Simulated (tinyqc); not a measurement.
Strength of the attraction: Bethe-Salpeter matrix of a two-band square lattice (Tamm-Dancoff form).

One valence and one conduction band, lattice period 1, mesh k = 2 pi j/N along each axis (first index slowest). Pair energies D(k) = Eg + 2 t sum(1 - cos k), t = tc + tv. Screened attraction W(R) = U at R = 0 and V/|R| otherwise, R over the N x N cells with the nearest image; W(q) = sum_R W(R) cos(q R). H(k, k') = D(k) delta - W(k - k')/Nk + 2 J/Nk for singlets (J = 0 for triplets), Nk the number of k points. With a constant transition dipole the strength of a state is f = (sum_k A_k)^2/Nk, and the f sum to 1.

Inputs chosen for the exercise: Eg = 3 eV (quasiparticle gap); tc = 0.25 eV (conduction hopping); tv = 0.05 eV (valence hopping); U = 1.36 eV (attraction in the same cell); V = 0 eV (attraction at one cell distance); fs = (0.2, 0.4, 0.7, 1, 1.4, 2, 2.6) (scale factors of U and V).

Triplets, N = 24; U and V scaled together, as weaker screening would do. f is the weight at R = 0.

Results:

| scale | U/t | binding (eV) | f | Eg - second level (eV) |
|---|---|---|---|---|
| 0.20 | 0.91 | 0.0009 | 0.007 | -0.0171 |
| 0.70 | 3.17 | 0.1519 | 0.566 | -0.0020 |
| 1.0 | 4.53 | 0.4349 | 0.787 | -0.0015 |
| 1.4 | 6.35 | 0.8973 | 0.895 | -0.0013 |
| 2.0 | 9.07 | 1.6539 | 0.950 | -0.0011 |
| 2.6 | 11.79 | 2.4385 | 0.971 | -0.0011 |

Give the missing row, scale = 0.40.

Computed row:
```
scale   U/t  binding (eV)      f  Eg - second level (eV)
0.40   1.81        0.0098  0.104                 -0.0069
```

On a mesh 1.5 times finer the binding changes by more than 5 % at scale 0.2 and 0.4, so there it is set by the mesh. The binding grows with exponent 2.95 between scales 0.7 and 1 and 1.48 over the last two rows (for a weak contact attraction 2 in a chain and larger in a plane, where it binds exponentially weakly, 1 for a pair held in one cell). f rises from 0.007 to 0.971. On this mesh no second level lies below the gap. 

Program tinyqc; command `OMP_NUM_THREADS=1 python tinyqc.py 1280311 1280312 out.jsonl`; about 1 s on one thread of a shared Intel(R) Xeon(R) Processor @ 2.30GHz.
